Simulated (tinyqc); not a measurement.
Strain-driven roughening and islands of a mismatched epitaxial film: one step, computed by the program tinyqc. Command: `OMP_NUM_THREADS=1 python tinyqc.py 3022135 3022136 out.jsonl island walk`. One thread of a shared host (Intel(R) Xeon(R) Processor @ 2.30GHz), about 0.01 s of CPU time with the checks.

Film and substrate share isotropic elastic constants; the film is coherent and biaxially strained.

Question. Which shape at the volume V. Shallow faceted island (Tersoff form): E = 4 Gam V^(2/3) tan^(1/3)(theta) - 6 c V tan(theta), Gam = gamma [x/sin(theta) - 1/tan(theta)], x the facet energy over gamma, c = stress^2 (1 - nu)/(2 pi G). The two energies cross at V_x^(1/3) = 4 [Gam_2 t2^(1/3) - Gam_1 t1^(1/3)]/(6 c (t2 - t1)), t = tan(theta); mu = dE/dV.

Inputs (values chosen for the exercise, modelled on GaN on AlN):
```
quantity                                    value     unit
shear modulus G                               118      GPa
Poisson ratio nu                              0.2        -
surface energy gamma                         1.82    J/m^2
contact angle of the shallow shape theta_1   10.7  degrees
contact angle of the steep shape theta_2     29.7  degrees
facet energy of shape 1 over gamma          1.005        -
facet energy of shape 2 over gamma          1.003        -
island volume V                               340     nm^3
```

stress = 8.5314 GPa

Gam of shape 2 = 0.4935843 J/m^2

Gam of shape 1 = 0.2194509 J/m^2

c = 0.07853599 GPa

Constants: e = 1.602176634e-19 C.

Give: E of shape 1; E of shape 2; crossing volume V_x; jump of mu at V_x, shape 2 less shape 1.

Answer.

E of shape 1 = -35.79 eV

E of shape 2 = -72.54 eV

crossing volume V_x = 250.9 nm^3

jump of mu at V_x, shape 2 less shape 1 = -59.91 MJ/m^3

At V the steep shape is lower. At V_x the chemical potential drops, so islands that have turned steep grow at the cost of the shallow ones. Caution: the shallow-slope form overstates the relaxation of facets steeper than about 25 degrees.
